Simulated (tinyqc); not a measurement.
# Changing the test frequency f

Model: admittance spectroscopy and thermally stimulated current of one trap level in a depletion layer. Computed by tinyqc, a small Python program. Command: `OMP_NUM_THREADS=1 python tinyqc.py 3110816 3110817 out.jsonl admit sweep`. One thread of a shared host (Intel(R) Xeon(R) Processor @ 2.30GHz), about 0.01 s of CPU time with the checks.

A Schottky junction on n-type material holds one donor-like electron trap; shallow donors are fully ionised and abrupt depletion edges are assumed.

Inputs (values chosen for the exercise, modelled on n-type silicon): dielectric constant eps = 11.9; density-of-states mass m = 1.05 m_0; shallow doping N = 4.1e+15 1/cm^3; trap density N_t = 1e+15 1/cm^3; trap depth E_t below the band = 0.252 eV; capture cross section sigma = 5.3e-15 cm^2; band bending V_b = 1.1 V.

Constants: k_B = 1.380649e-23 J/K; m_0 = 9.1093837015e-31 kg; h = 6.62607015e-34 J s; k_B = 8.617333262e-05 eV/K; eps_0 = 8.8541878128e-12 F/m; e = 1.602176634e-19 C.

Method:
- N_c = 2 (2 pi m k_B T/h^2)^(3/2), v_th = sqrt(3 k_B T/m), emission rate e_n = sigma v_th N_c exp(-E_t/(k_B T)).
- Where the level crosses the Fermi level capture equals emission, so the trap follows the signal with the rate 2 e_n; G/omega peaks at omega = 2 e_n (the correction for large N_t/N is left out).
- Solve 2 e_n(T_p) = 2 pi f.
- With E_c - E_F = k_B T_p ln(N_c/N): lambda = sqrt(2 eps eps_0 (E_t - (E_c - E_F))/(e^2 N)); traps are empty and charged for x < x_t = w - lambda, and V_b = e (N w^2 + N_t x_t^2)/(2 eps eps_0). High frequency: C_hf = eps eps_0/w. Low frequency: C_lf = eps eps_0 (N + N_t)/(N w + N_t x_t).

One run for each value; columns: (1) test frequency f (Hz); (2) peak temperature T_p (K); (3) step (C_lf - C_hf)/C_hf; (4) E_c - E_F = k_B T_p ln(N_c/N) (eV); (5) lambda (nm):
```
(1)         (2)      (3)     (4)    (5)
1.00e+01  127.4  0.08720  0.0824  233.3
7.00e+01  138.1  0.08495  0.0908  227.4
5.00e+02  150.8  0.08217  0.1009  220.2
4.00e+03  167.0  0.07846  0.1139  210.5
3.00e+04  186.1  0.07378  0.1295  198.2
2.00e+05  208.3  0.06788  0.1480  182.7
1.00e+06  231.4  0.06107  0.1675  164.6
1.00e+07  273.9  0.04572  0.2043  123.7
```

Over the rows, peak temperature T_p (K) rises from 127 to 274 (exponent d ln y / d ln x 0.042 between the first rows and 0.073 between the last); step (C_lf - C_hf)/C_hf falls from 0.0872 to 0.0457 (exponent d ln y / d ln x -0.013 between the first rows and -0.13 between the last); E_c - E_F = k_B T_p ln(N_c/N) (eV) rises from 0.0824 to 0.204 (exponent d ln y / d ln x 0.050 between the first rows and 0.086 between the last).

Extremes, crossings and ranges named in words are read from the listed rows.
